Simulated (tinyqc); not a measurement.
Shape of the cross-section: round or elliptic silicon nanowire with anisotropic valleys (Ritz method).

Wire along x = [110] on a (001) wafer, y = [-110], z = [001]. Valley groups (w = inverse masses): A, two valleys along z: w_y = 1/mt, w_z = 1/ml, m_x = mt; B, four valleys in the wafer plane: w_y = (1/ml + 1/mt)/2, w_z = 1/mt, m_x = (ml + mt)/2.

Constants: hbar^2/2m0 = 3.80998211 eV angstrom^2.

Values chosen for the exercise (near those of a Si nanowire; shifted at random, so the results belong to these values and not to a real crystal):
- ml = 0.925 m0 (longitudinal mass)
- mt = 0.193 m0 (transverse mass)
- area = 47.8 nm^2 (cross-section, kept fixed)
- hw = 2 (height over mean width)

Equal area, hard walls, lowest level of -c (w_y d2/dy2 + w_z d2/dz2), c = hbar^2/2m0. Rectangle W x H with H/W = hw; ellipse with b/a = hw; trapezoid of height H, base W/0.8 and top 0.6 of the base; isosceles triangle of height H and base 2W. Ellipse, trapezoid and triangle by converged Ritz bases; 1 nm^2 = 100 angstrom^2.

Levels:

| shape | A (eV) | B (eV) | B - A (meV) |
|---|---|---|---|
| rectangle | 0.0858 | 0.0696 | -16.1 |
| ellipse | 0.0746 | 0.0638 | -10.8 |
| trapezoid | 0.0773 | 0.0700 | -7.2 |
| triangle | 0.0526 | 0.0734 | 20.8 |

W = 48.9 angstrom
H = 97.8 angstrom

For group A the order is triangle, ellipse, trapezoid, rectangle, spanning 63 %. For group B the order is ellipse, rectangle, trapezoid, triangle, spanning 15 %. The ellipse lies below the rectangle for both groups, since corners hold little of the wave function. The triangle is lowest for A, whose light mass lies across the width and gains from the wide base. The spacing B - A of the valley groups runs from -16 to 21 meV.

(tinyqc, `OMP_NUM_THREADS=1 python tinyqc.py 1251411 1251412 out.jsonl`, Intel(R) Xeon(R) Processor @ 2.30GHz, 1 thread, shared host, about 0.04 s.)
